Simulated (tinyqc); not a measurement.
# Mobility and doping from two currents

Question. A trap-free film with injecting contacts is fitted, with diffusion neglected, by J = q mu N V/Lf + (9/8) eps0 eps_r mu V^2/Lf^3. Find mu, N and the voltage at which both terms are equal.

Inputs (values chosen for the exercise):
- eps_r = 9.57 (relative permittivity)
- Lf = 1800 nm (film thickness)

Constants: q = 1.602176634e-19 C, eps0 = 8.8541878128e-14 F/cm where lengths are in cm. Results are converted to the units shown.

J at 2.8 and 15 V (A/cm^2): [94.702779, 926.10558]

Solution. J/V is a straight line in V: the slope gives mu and the intercept mu N.

mu = 14.0 cm^2/(V s)
N = 2.20e15 cm^-3
crossover voltage = 12.0 V

Computed by the program tinyqc: `OMP_NUM_THREADS=1 python tinyqc.py 2730059 2730060 out.jsonl`, one thread of a shared Intel Xeon 2.30GHz, about 0.07 s for the whole run.
